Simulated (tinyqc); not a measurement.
Inside a calculation: short-period [001] superlattice in sp3s* tight binding. Values are carried at full precision from step to step, so a last printed digit may differ when a step is redone from the rounded ones.

sp3s* tight binding, nearest neighbours only: anion (a) at 0, cation (c) at a/4 (1,1,1), orbitals s, px, py, pz, s* on each; k in units of 2 pi/a. With phases e_j = exp(i (pi/2) k.n_j) for n = (1,1,1), (1,-1,-1), (-1,1,-1), (-1,-1,1): g0 = (e1+e2+e3+e4)/4, g1 = (e1+e2-e3-e4)/4, g2 = (e1-e2+e3-e4)/4, g3 = (e1-e2-e3+e4)/4. The diagonal holds the levels Esa, Epa, Exa (s*) and Esc, Epc, Exc. Anion-cation block: <sa|sc> = Vss g0; <sa|xc> = Vsapc g1; <xa|sc> = -Vscpa g1; <xa|xc> = Vxx g0; <xa|yc> = <ya|xc> = Vxy g3, <xa|zc> = <za|xc> = Vxy g2, <ya|zc> = <za|yc> = Vxy g1; <s*a|xc> = Vxapc g1; <xa|s*c> = -Vpaxc g1; y and z take g2 and g3 in place of g1; s-s* and s*-s* vanish.

Values chosen for the exercise (A near a published set for GaAs, B for AlAs; the results hold for these values, not for the real material):
- pA = (-8.344, 1.04, -2.664, 3.669, 8.592, 6.723, -6.45, 1.958, 5.07, 4.473, 5.801, 4.836, 4.799) eV (order Esa, Epa, Esc, Epc, Exa, Exc, Vss, Vxx, Vxy, Vsapc, Vscpa, Vxapc, Vpaxc)
- pB = (-7.513, 0.985, -1.165, 3.582, 7.488, 6.737, -6.647, 1.876, 4.281, 5.099, 5.485, 4.522, 4.984) eV (the same for B)
- dEv = 0.51 eV (valence offset: Ev(B) lies this far below Ev(A))
- n = 2 (monolayers of A)
- m = 1 (monolayers of B)

## Band line-up of the two bulk crystals

Edges on the common scale: Ev, the conduction level at Gamma, the minimum on (kx,0,0) for kx from 0.5 to 1, and the level at X.

Edges (eV):

| crystal | Ev | Gamma | Delta minimum | X |
|---|---|---|---|---|
| A | 0.0000 | 1.5474 | 2.0359 | 2.0359 |
| B | -0.5100 | 2.5150 | 1.7534 | 1.7831 |

For Gamma electrons A is the well, 0.968 eV deep; for X electrons B is, 0.253 eV deep; holes sit in A.

## Shifted levels

Planes alternate anion, cation along [001], a/4 apart; at zero in-plane momentum s, pz, s* form one block. All levels of A are shifted so that its Ev (lower root of [[Epa, Vxx], [Vxx, Epc]]) is 0, and those of B so that its Ev is -dEv. A monolayer is an anion plane and the cation plane above it; an anion between unlike cations takes the mean of the two anion levels; each bond takes the couplings of its cation. Block from an anion to the cation above: U with Vss/2 (s,s), Vsapc/2 (s,z), -Vscpa/2 (z,s), Vxx/2 (z,z), Vxapc/2 (s*,z), -Vpaxc/2 (z,s*); to the cation below: the same with the s-z and s*-z signs reversed. The cell of n + m monolayers is closed with the phase exp(2 pi i q). No spin-orbit coupling. In this block 2 (n + m) levels are filled.

Parameters in the order Esa, Epa, Esc, Epc, Exa, Exc, Vss, Vxx, Vxy, Vsapc, Vscpa, Vxapc, Vpaxc. Find Ev of each set and shift the levels.

Ev before the shift (eV): A -0.0038, B 0.0019

Levels (eV):

| plane | s | p | s* |
|---|---|---|---|
| anion A | -8.3402 | 1.0438 | 8.5958 |
| cation A | -2.6602 | 3.6728 | 6.7268 |
| anion B | -8.0249 | 0.4731 | 6.9761 |
| cation B | -1.6769 | 3.0701 | 6.2251 |
| interface anion | -8.1826 | 0.7584 | 7.7859 |

## The matrix for n = 2, m = 1 at q = 0

Planes in the order a1, c1, a2, c2, ...; the A cations come first.

H (eV):
```
        sa1     za1     *a1     sc1     zc1     *c1     sa2     za2     *a2     sc2     zc2     *c2
sa1  -8.183       0       0  -3.225   2.236       0       0       0       0       0       0       0
za1       0   0.758       0  -2.901   0.979  -2.400       0       0       0       0       0       0
*a1       0       0   7.786       0   2.418       0       0       0       0       0       0       0
sc1  -3.225  -2.901       0  -2.660       0       0  -3.225   2.901       0       0       0       0
zc1   2.236   0.979   2.418       0   3.673       0  -2.236   0.979  -2.418       0       0       0
*c1       0  -2.400       0       0       0   6.727       0   2.400       0       0       0       0
sa2       0       0       0  -3.225  -2.236       0  -8.340       0       0  -3.225   2.236       0
za2       0       0       0   2.901   0.979   2.400       0   1.044       0  -2.901   0.979  -2.400
*a2       0       0       0       0  -2.418       0       0       0   8.596       0   2.418       0
sc2       0       0       0       0       0       0  -3.225  -2.901       0  -2.660       0       0
zc2       0       0       0       0       0       0   2.236   0.979   2.418       0   3.673       0
*c2       0       0       0       0       0       0       0  -2.400       0       0       0   6.727
sa3       0       0       0       0       0       0       0       0       0  -3.225  -2.236       0
za3       0       0       0       0       0       0       0       0       0   2.901   0.979   2.400
*a3       0       0       0       0       0       0       0       0       0       0  -2.418       0
sc3  -3.324   2.743       0       0       0       0       0       0       0       0       0       0
zc3  -2.550   0.938  -2.261       0       0       0       0       0       0       0       0       0
*c3       0   2.492       0       0       0       0       0       0       0       0       0       0

        sa3     za3     *a3     sc3     zc3     *c3
sa1       0       0       0  -3.324  -2.550       0
za1       0       0       0   2.743   0.938   2.492
*a1       0       0       0       0  -2.261       0
sc1       0       0       0       0       0       0
zc1       0       0       0       0       0       0
*c1       0       0       0       0       0       0
sa2       0       0       0       0       0       0
za2       0       0       0       0       0       0
*a2       0       0       0       0       0       0
sc2  -3.225   2.901       0       0       0       0
zc2  -2.236   0.979  -2.418       0       0       0
*c2       0   2.400       0       0       0       0
sa3  -8.183       0       0  -3.324   2.550       0
za3       0   0.758       0  -2.743   0.938  -2.492
*a3       0       0   7.786       0   2.261       0
sc3  -3.324  -2.743       0  -1.677       0       0
zc3   2.550   0.938   2.261       0   3.070       0
*c3       0  -2.492       0       0       0   6.225
```

## Levels of the small cell

Diagonalise (s, pz, s* block of a cell with n = 2, m = 1; px and py are apart). The lowest 6 levels are filled. Give the share of the cation weight of the lowest empty level that lies on the A cations, c1 and c2.

levels (eV): -12.448  -11.083  -10.888  -5.831  -5.499  -0.167  1.804  2.186  2.220  2.715  2.775  4.499  6.559  8.029  9.272  9.437  10.460  11.080

share on A cations = 0.825

The lowest empty level is number 7, at 1.804 eV.

## Checks

- Cell of two equal monolayers against the bulk levels at Gamma and X: they agree to 1e-10 or better.

(tinyqc, `OMP_NUM_THREADS=1 python tinyqc.py 1481701 1481702 out.jsonl`, Intel(R) Xeon(R) Processor @ 2.30GHz, 1 thread, shared host, about 0.4 s.)
